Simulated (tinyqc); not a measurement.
# Frequency dispersion of an accumulation capacitance by border traps, distributed model, step by step

Program tinyqc, `OMP_NUM_THREADS=1 python tinyqc.py 2202075 2202076 out.jsonl`; Intel Xeon 2.30GHz, shared host, one thread, about 0.5 s. Printed values are rounded.

Traps spread evenly through the insulator exchange electrons with the semiconductor by tunnelling, with tau(x) = t0 exp(2 ka x) at depth x from the interface. The admittance per area Y seen at depth x obeys dY/dx = -Y^2/(i w eps0 eox) + q Nb ln(1 + i w tau)/tau, with Y(0) = i w Cs and w = 2 pi f; the gate sees Y(tox) = G + i w C. Working variable y = Y/(i w), in uF/cm^2. Cox = eps0 eox/tox.

Parameters, values chosen for the exercise; permittivity close to that of zirconium oxide: relative permittivity of the insulator eox = 21; insulator thickness tox = 9.3 nm; semiconductor capacitance in accumulation Cs = 0.86 uF/cm^2; density of border traps Nb = 4.1e18 cm^-3 eV^-1; decay constant of the wave function in the insulator ka = 5.8 1/nm; time constant of a trap at the interface t0 = 2e-10 s; frequency f = 10000 Hz; depth down to which the steps are taken xe = 1.4 nm.

Constants: q = 1.602176634e-19 C, eps0 = 8.8541878128e-14 F/cm where lengths are in cm. Results are converted to the units shown.

## Scales and lumped estimate

Cox; trap-free value 1/(1/Cox + 1/Cs); response depth d = ln(1/(w t0))/(2 ka), where w tau = 1; lumped estimate: all traps within d act as C_bt = q Nb d placed at d/2, so C = 1/{1/[1/(1/Cs + d/(2 eps0 eox)) + C_bt] + (tox - d/2)/(eps0 eox)}.

Cox = 1.999333 uF/cm^2
trap-free C = 0.6013383 uF/cm^2
d = 0.9728005 nm
C_bt = 0.06390253 uF/cm^2
lumped C = 0.6333109 uF/cm^2

The traps within reach amount to 0.0743 Cs and lie in the first 10.5 % of the insulator.

## Midpoint steps through the active depth

In terms of y: dy/dx = -y^2/(eps0 eox) + s(x), s = q Nb ln(1 + z)/z, z = i w tau. 10 midpoint steps of h = xe/10: y_half = y + (h/2) y'(x, y), y(new) = y + h y'(x + h/2, y_half).

```
point  x (nm)        s (uF/(cm^2 nm))           y (uF/cm^2)
0           0  0.06568924-0.00000041i  0.8600000+0.0000000i
1        0.14  0.06568924-0.00000209i  0.8636042-0.0000001i
2        0.28  0.06568924-0.00001062i  0.8671619-0.0000008i
3        0.42  0.06568918-0.00005390i  0.8706734-0.0000041i
4        0.56  0.06568772-0.00027342i  0.8741392-0.0000210i
5         0.7  0.06565022-0.00138598i  0.8775585-0.0001067i
6        0.84  0.06471070-0.00688105i  0.8809065-0.0005395i
7        0.98  0.04997884-0.02357054i  0.8836106-0.0025210i
8        1.12  0.01657263-0.02053000i  0.8821679-0.0061187i
9        1.26  0.00360384-0.00782278i  0.8774357-0.0078867i
10        1.4  0.00072362-0.00229315i  0.8719012-0.0083809i
```

## Capacitance and conductance at the gate

y at xe = 0.8719012-0.0083809i uF/cm^2

Beyond xe the traps are ignored, so 1/y(tox) = 1/y(xe) + (tox - xe)/(eps0 eox); C = Re y, G/w = -Im y, loss tangent G/(w C).

y at the gate = 0.6362282-0.0044624i uF/cm^2
C = 0.6362282 uF/cm^2
G/w = 0.004462366 uF/cm^2
loss tangent = 0.007013782

A fine integration over the whole insulator gives C = 0.63628 and G/w = 0.004586 uF/cm^2; the coarse G/w is 2.7 % below that. The fine C is 5.8 % above the trap-free value, and the lumped estimate is 0.47 % below the fine result.
